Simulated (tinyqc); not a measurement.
MOS structure on a p-type body with a surface-enhanced doping, non-linear Poisson equation by Newton steps: course of the Newton iteration.

One dimension, insulator interface at x = 0, acceptor density Na + N0 exp(-x/Ls), net doping C = -(acceptor density). psi is counted from the intrinsic level: n = ni exp((psi - Vb)/Vt), p = ni exp(-psi/Vt); deep in the body psi_b = -Vt ln(Na/ni). The gate acts through Cox = eps0 eox/tox and has the potential psi_G = Vg - (phiM - chi - Vt ln(Nc/ni)). Boltzmann statistics, full ionisation, classical densities, no oxide or interface charge. Acceptors in real wide-gap material are deep and only partly ionised in the neutral body.

a_i = eps0 eps_r/h_i for the interval from node i to i + 1, with h_i = x_(i+1) - x_i in cm.

Start: psi_b + U (1 - x/W)^2 for x < W and psi_b beyond, with U = Vb - 2 psi_b and W = sqrt(2 eps0 eps_r U/(q Na)).

n_i = ni exp((psi_i - Vb)/Vt), p_i = ni exp(-psi_i/Vt), rho_i = p_i - n_i + C_i, g_i = (n_i + p_i)/Vt. Box widths w_i = (h_(i-1) + h_i)/2 in cm. Residual F_i = a_i (psi_(i+1) - psi_i) - a_(i-1) (psi_i - psi_(i-1)) + q rho_i w_i; Jacobian: a_(i-1) and a_i beside the diagonal, b_i = -a_(i-1) - a_i - q g_i w_i on it. Node 0 is free: w_0 = h_0/2, F_0 = a_0 (psi_1 - psi_0) + Cox (psi_G - psi_0) + q rho_0 w_0, b_0 = -a_0 - Cox - q g_0 w_0, with Cox = eps0 eox/tox, psi_G = Vg - (phiM - chi - Vt ln(Nc/ni)). The last node is fixed.

Solve the tridiagonal system a_(i-1) d_(i-1) + b_i d_i + a_i d_(i+1) = -F_i for nodes 0 to 12, with d = 0 on fixed nodes. Each component d is damped to sign(d) Vt ln(1 + |d|/Vt) before it is added.

Stop when the largest undamped |d| is below 1e-9 V, or after 80 iterations.

Parameters, values chosen for the exercise; band and dielectric values close to those of 4H silicon carbide:
- T = 250 K (temperature)
- Eg = 3.3 eV (band gap)
- eps_r = 9.69 (relative permittivity)
- Nc = 1.31e19 cm^-3 (conduction-band density of states at T)
- Nv = 1.92e19 cm^-3 (valence-band density of states at T)
- chi = 3.55 eV (electron affinity)
- Na = 6.4e16 cm^-3 (acceptor density deep in the body)
- eox = 3.9 (relative permittivity of the gate insulator (close to silicon dioxide))
- tox = 6.3 nm (insulator thickness)
- phiM = 3.62 eV (gate work function)
- Vb = 1.2 V (electron quasi-Fermi potential against the body)
- N0 = 2.4e17 cm^-3 (extra acceptor density at the surface)
- Ls = 88 nm (decay length)
- Vg = 1.82 V (gate voltage against the body)

Constants: q = 1.602176634e-19 C, kB = 1.380649e-23 J/K, Vt = kB T/q, eps0 = 8.8541878128e-14 F/cm where lengths are in cm. Results are converted to the units shown.

```
node  x (nm)  net doping C (cm^-3)
0          0              -3.04e17
1        0.5           -3.02640e17
2        1.4           -3.00212e17
3       3.03           -2.95877e17
4       5.96           -2.88284e17
5       11.2           -2.75318e17
6       20.8           -2.53478e17
7         38           -2.19839e17
8         69           -1.73568e17
9        125           -1.21985e17
10       226           -8.24020e16
11       407           -6.63529e16
12       735           -6.40566e16
13      1330           -6.40001e16
```

ni = 8.66463e-15 cm^-3

Course of the iteration:
```
iteration  largest |F| (C/cm^2)  largest |d| (V)  at node
1                       9.57e-8             1.76        9
2                       1.04e-7             1.08        8
3                       1.10e-7            0.997        8
4                       1.09e-7            0.914        8
5                       9.93e-8            0.833        8
6                       7.99e-8            0.753        8
7                       6.57e-8            0.676        8
8                       6.34e-8            0.601        8
9                       6.08e-8            0.529        8
...                         ...              ...      ...
15                      3.71e-8            0.161        8
16                      3.07e-8            0.115        8
17                      2.31e-8           0.0743        8
18                      1.48e-8           0.0414        8
19                      7.07e-9           0.0180        8
20                      2.04e-9          4.87e-3        8
21                     2.05e-10          4.78e-4        8
22                     2.25e-12          5.23e-6        8
23                     2.73e-16         6.35e-10        8
```

Did this iteration meet its convergence test, and what does its course show?

Yes. Converged in 23 iterations. Once the step is below 0.1 Vt, 2 more iteration(s) reach the threshold: near the solution the error is roughly squared each time.

Computed by the program tinyqc: `OMP_NUM_THREADS=1 python tinyqc.py 2080065 2080066 out.jsonl`, one thread of a shared Intel Xeon 2.30GHz, about 0.7 s for the whole run.
